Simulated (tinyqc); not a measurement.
Worked calculation: CIS and TDHF on RHF in the sto-3g basis, for H2, spin multiplicity 1. Computed by tinyqc, a small Python program that keeps every step (integrals from PySCF). Settings: charge = 0, multiplicity = 1, basis = sto-3g, method = RHF, energy threshold = 1e-10, iteration cap = 71, orthogonalisation = symmetric, start = atomic densities, DIIS depth = 6, TDHF = 1. Command: `OMP_NUM_THREADS=1 python tinyqc.py 28985 28986 out.jsonl` (the two numbers bound the seeds that draw the settings). One thread of a shared host (Intel(R) Xeon(R) Processor @ 2.60GHz), about 0.04 s of CPU time with the checks. The early iterations of the SCF are left out here.

## One-electron integrals

Geometry (angstrom):
```
atom         x         y         z
H     0.000000  0.000000  0.000000
H     0.000000  0.000000  0.767000
```

Basis sto-3g: exponents (1/bohr^2) and contraction coefficients of normalised primitives:
```
element  l (shell)  exponent  coefficient
H            s (1)  3.425251     0.154329
H            s (1)  0.623914     0.535328
H            s (1)  0.168855     0.444635
```

Overlap, kinetic and nuclear-attraction integrals over the contracted functions; the nuclear repulsion is the sum of Za Zb / Rab.

nuclear repulsion = 0.68993117 hartree

overlap S:
```
          1H 1s     2H 1s
1H 1s  1.000000  0.642239
2H 1s  0.642239  1.000000
```

kinetic energy T (hartree):
```
          1H 1s     2H 1s
1H 1s  0.760032  0.221173
2H 1s  0.221173  0.760032
```

nuclear attraction V (hartree):
```
           1H 1s      2H 1s
1H 1s  -1.863777  -1.149114
2H 1s  -1.149114  -1.863777
```

core Hamiltonian H = T + V (hartree):
```
           1H 1s      2H 1s
1H 1s  -1.103745  -0.927941
2H 1s  -0.927941  -1.103745
```

## Two-electron integrals

Functions are numbered as in S; the eight-fold symmetry (ij|kl) = (ji|kl) = (kl|ij) leaves the list below.

Two-electron integrals (ij|kl) in chemists' order, unique and non-zero (hartree):
```
(11|11) 0.774606   (21|11) 0.429308   (21|21) 0.280034   (22|11) 0.559884
(22|21) 0.429308   (22|22) 0.774606
```

## Orthogonalisation

S = U s U^T; symmetric (Loewdin) form X = U s^(-1/2) U^T, so that X^T S X = 1.

eigenvalues of S: 0.357761  1.642239

X:
```
           1H 1s      2H 1s
1H 1s   1.226105  -0.445769
2H 1s  -0.445769   1.226105
```

## Iteration 3 (converged): orbitals

converged F (hartree):
```
           1H 1s      2H 1s
1H 1s  -0.350823  -0.581209
2H 1s  -0.581209  -0.350823
```

Diagonalise F' = X^T F X, C = X C', fill 1 alpha and 1 beta electrons from the bottom; D = 2 C_occ C_occ^T. Each column has its largest component positive (the first on a tie).

F' = X^T F X (hartree):
```
           1          2
1   0.038215  -0.605751
2  -0.605751   0.038215
```

orbital energies (hartree): MO1 -0.567537, MO2 0.643966

coefficients C:
```
            MO1        MO2
1H 1s  0.551781   1.182193
2H 1s  0.551781  -1.182193
```

D after iteration 3:
```
          1H 1s     2H 1s
1H 1s  0.608925  0.608925
2H 1s  0.608925  0.608925
```

## Convergence

Stop when the energy changes by less than 1e-10 hartree and every element of the error matrix X^T (F D S - S D F) X is below 3e-06.

Course of the cycle:
```
iteration  E (hartree)     change  largest element of the error matrix
1          -0.77079203          -                             3.96e-16
2          -1.11474929  -3.44e-01                             3.50e-16
3          -1.11474929   4.44e-16                             4.95e-16
```

PySCF RHF in the same basis = -1.11474929 hartree

Converged in 3 iterations.

## Integrals over molecular orbitals

(pq|rs) = sum C_ip C_jq C_kr C_ls (ij|kl), one index at a time.

one-electron integrals over orbitals h = C^T H C (hartree):
```
           1          2
1  -1.237144   0.000000
2   0.000000  -0.491400
```

Two-electron integrals over orbitals (pq|rs), unique and non-zero (hartree):
```
(11|11) 0.669607   (21|21) 0.182733   (22|11) 0.659050   (22|22) 0.692718
```

## CIS matrix, singlets

A(ia,jb) = (e_a - e_i) d_ij d_ab + 2 (ia|jb) - (ij|ab).

CIS matrix A, singlet (hartree):
```
          1>2
1>2  0.917919
```

## CIS singlet states

dipole integrals <i|r|a> (bohr):
```
            x         y          z
1>2  0.000000  0.000000  -0.945474
```

Diagonalise A (1 hartree = 27.211386 eV); each vector has its largest component positive (the first on a tie). The transition dipole is mu = sqrt2 sum c_ia <i|r|a>.

singlet excitation energies (eV): 24.977860

lowest vectors:
```
      state 1
1>2  1.000000
```

oscillator strengths 2/3 w |mu|^2: 1.094063

## TDHF (RPA) singlet states

B(ia,jb) = 2 (ia|jb) - (ib|ja); the squared energies are the eigenvalues of (A - B)(A + B); 1 hartree = 27.211386 eV.

TDHF matrix B, singlet (hartree):
```
          1>2
1>2  0.182733
```

squared energies w^2 (hartree^2): 0.809185

TDHF energies from the positive w^2 (eV): 24.477919

## CIS matrix, triplets

A(ia,jb) = (e_a - e_i) d_ij d_ab - (ij|ab).

CIS matrix A, triplet (hartree):
```
          1>2
1>2  0.552453
```

## CIS triplet states

Diagonalise A (1 hartree = 27.211386 eV); each vector has its largest component positive (the first on a tie).

triplet excitation energies (eV): 15.033019

lowest vectors:
```
      state 1
1>2  1.000000
```

## TDHF (RPA) triplet states

B(ia,jb) = - (ib|ja); the squared energies are the eigenvalues of (A - B)(A + B); 1 hartree = 27.211386 eV.

TDHF matrix B, triplet (hartree):
```
           1>2
1>2  -0.182733
```

squared energies w^2 (hartree^2): 0.271813

TDHF energies from the positive w^2 (eV): 14.186850
